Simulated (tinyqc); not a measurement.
Plane-wave Kohn-Sham cycle with exchange-only LDA in a layered model solid, step by step. Computed by tinyqc, a small Python program that keeps every step. Settings: points = 16, plane-wave index or count = 2, electrons = 2, k points = 3, area = 32.0, mixing = 0.1, iteration cap = 78, Pulay depth = 5. Command: `OMP_NUM_THREADS=1 python tinyqc.py 27967 27968 out.jsonl` (the two numbers bound the seeds that draw the settings). One thread of a shared host (Intel(R) Xeon(R) Processor @ 2.60GHz), about 0.03 s of CPU time with the checks. Later iterations appear only in the table of the cycle.

## Iteration 1: potential

A solid whose potential varies along x alone (atomic units):
```
parameter                      value
period a                   17.400000
cross-section of the cell  32.000000
electrons per cell                 2
grid points                       16
plane waves -n..n, n               2
k points                           3
V1 in V1 cos(2 pi x/a)     -0.450000
```

density at the start, on the grid x_j = j a/N (e/bohr^3): 0.003592  0.003592  0.003592  0.003592  0.003592  0.003592  0.003592  0.003592  0.003592  0.003592  0.003592  0.003592  0.003592  0.003592  0.003592  0.003592

V_H(G) = 4 pi rho(G)/G^2 for G != 0 (uniform background); v_x = -(3 rho/pi)^(1/3); V = V_ext + V_H + v_x; Fourier components f(G_m) = (1/N) sum_j f(x_j) exp(-i G_m x_j).

Potentials on the grid (hartree):
```
x          V_ext     V_H      v_x        V
0.0000   -0.4500  0.0000  -0.1508  -0.6008
1.0875   -0.4157  0.0000  -0.1508  -0.5666
2.1750   -0.3182  0.0000  -0.1508  -0.4690
3.2625   -0.1722  0.0000  -0.1508  -0.3230
4.3500         0  0.0000  -0.1508  -0.1508
5.4375    0.1722  0.0000  -0.1508   0.0214
6.5250    0.3182  0.0000  -0.1508   0.1674
7.6125    0.4157  0.0000  -0.1508   0.2649
8.7000    0.4500  0.0000  -0.1508   0.2992
9.7875    0.4157  0.0000  -0.1508   0.2649
10.8750   0.3182  0.0000  -0.1508   0.1674
11.9625   0.1722  0.0000  -0.1508   0.0214
13.0500        0  0.0000  -0.1508  -0.1508
14.1375  -0.1722  0.0000  -0.1508  -0.3230
15.2250  -0.3182  0.0000  -0.1508  -0.4690
16.3125  -0.4157  0.0000  -0.1508  -0.5666
```

V(G_m), m = 0, 1, 2, ... (hartree): -0.1508  -0.2250  0.0000  0.0000  0.0000

## Iteration 1: Hamiltonian at one k

k = 0.0000 2 pi / a

H(m,m') = (k + G_m)^2/2 delta + V(G_m - G_m'), with V(-G) = V(G).

H (hartree), lower triangle:
```
         -2       -1       +0       +1      +2
-2   0.1100
-1  -0.2250  -0.0856
+0   0.0000  -0.2250  -0.1508
+1   0.0000   0.0000  -0.2250  -0.0856
+2   0.0000   0.0000   0.0000  -0.2250  0.1100
```

## Iteration 1: levels at that k

Diagonalise the Hermitian matrix.

eigenvalues (hartree): -0.4795  -0.2332  0.0127  0.2575  0.3403

## Iteration 1: new density

Motion across x is left out: the lowest 1 band(s) hold two electrons at each of the k points (j + 1/2)/nk - 1/2. Residual R = rho(out) - rho(in); rho(new) = rho(in) + 0.1 R. rho(out) = 2/(a A nk) sum |psi|^2 with psi = sum c exp(i G x). Harris energy E = band energy - dV sum rho (V_H/2 + v_x) + (3/4) dV sum rho v_x with rho(in), dV = a A/N, band energy = (2/nk) sum of the filled levels.

rho(out) (e/bohr^3): 0.014624  0.012107  0.006692  0.002242  0.000352  0.000015  0.000003  0.000004  0.000016  0.000004  0.000003  0.000015  0.000352  0.002242  0.006692  0.012107

density after iteration 1 (e/bohr^3): 0.004695  0.004443  0.003902  0.003457  0.003268  0.003234  0.003233  0.003233  0.003234  0.003233  0.003233  0.003234  0.003268  0.003457  0.003902  0.004443

energy per cell = -0.881676 hartree

## Iteration 2: potential

As before.

Potentials on the grid (hartree):
```
x          V_ext      V_H      v_x          V
0.0000   -0.4500   0.0679  -0.1649    -0.5470
1.0875   -0.4157   0.0600  -0.1619    -0.5176
2.1750   -0.3182   0.0399  -0.1550    -0.4333
3.2625   -0.1722   0.0150  -0.1489    -0.3061
4.3500         0  -0.0082  -0.1461    -0.1544
5.4375    0.1722  -0.0269  -0.1456  -2.75e-04
6.5250    0.3182  -0.0402  -0.1456     0.1324
7.6125    0.4157  -0.0482  -0.1456     0.2220
8.7000    0.4500  -0.0508  -0.1456     0.2535
9.7875    0.4157  -0.0482  -0.1456     0.2220
10.8750   0.3182  -0.0402  -0.1456     0.1324
11.9625   0.1722  -0.0269  -0.1456  -2.75e-04
13.0500        0  -0.0082  -0.1461    -0.1544
14.1375  -0.1722   0.0150  -0.1489    -0.3061
15.2250  -0.3182   0.0399  -0.1550    -0.4333
16.3125  -0.4157   0.0600  -0.1619    -0.5176
```

V(G_m), m = 0, 1, 2, ... (hartree): -0.1505  -0.2001  0.0019  -0.0001  0.0000

## Iteration 2: Hamiltonian at one k

k = 0.0000 2 pi / a

As before.

H (hartree), lower triangle:
```
         -2       -1       +0       +1      +2
-2   0.1103
-1  -0.2001  -0.0853
+0   0.0019  -0.2001  -0.1505
+1  -0.0001   0.0019  -0.2001  -0.0853
+2   0.0000  -0.0001   0.0019  -0.2001  0.1103
```

## Iteration 2: levels at that k

As before.

eigenvalues (hartree): -0.4356  -0.2115  0.0084  0.2346  0.3036

## Iteration 2: new density

B (overlaps of the stored error matrices):
```
               1              2
1  4.0049137e-04  3.5460190e-04
2  3.5460190e-04  3.1404863e-04
```

Motion across x is left out: the lowest 1 band(s) hold two electrons at each of the k points (j + 1/2)/nk - 1/2. Residual R = rho(out) - rho(in); rho(new) = rho(in) + 0.1 R; Pulay mixing then takes sum c_i of the stored mixed densities, with c from B_ij = sum R_i R_j as in DIIS. rho(out) = 2/(a A nk) sum |psi|^2 with psi = sum c exp(i G x). Harris energy E = band energy - dV sum rho (V_H/2 + v_x) + (3/4) dV sum rho v_x with rho(in), dV = a A/N, band energy = (2/nk) sum of the filled levels.

rho(out) (e/bohr^3): 0.014366  0.011963  0.006751  0.002377  0.000426  0.000025  0.000001  0.000004  0.000013  0.000004  0.000001  0.000025  0.000426  0.002377  0.006751  0.011963

DIIS coefficients: -7.5997  8.5997

density after iteration 2 (e/bohr^3): 0.013011  0.010910  0.006352  0.002528  0.000824  0.000474  0.000454  0.000456  0.000464  0.000456  0.000454  0.000474  0.000824  0.002528  0.006352  0.010910

energy per cell = -0.799245 hartree

## Convergence

Stop when sqrt(dV sum R^2) is below 1e-8, dV = a A/N.

Course of the cycle:
```
iteration  E (hartree)  norm of the residual
1            -0.881676              1.18e-01
2            -0.799245              1.05e-01
3            -0.556453              8.61e-02
4            -0.544186              7.08e-02
5            -0.524765              3.29e-02
6            -0.953477              1.19e-01
7          -752.786910              4.49e+00
8            -1.583037              2.55e-01
9            -0.523047              8.71e-03
10           -0.522841              1.32e-02
11           -0.525172              1.31e-02
...                ...                   ...
29           -0.522644              9.76e-03
30           -0.523330              1.50e-02
31           -0.523204              7.27e-03
32           -0.522793              4.42e-03
33           -0.523647              1.30e-02
34           -0.522584              3.78e-04
35           -0.522585              3.82e-04
36           -0.522585              3.45e-04
37           -0.522584              6.63e-07
38           -0.522584              1.54e-08
39           -0.522584              1.01e-10
```

Converged in 39 iterations. Before convergence this energy mixes input and output and is not variational, so it may rise towards its limit.
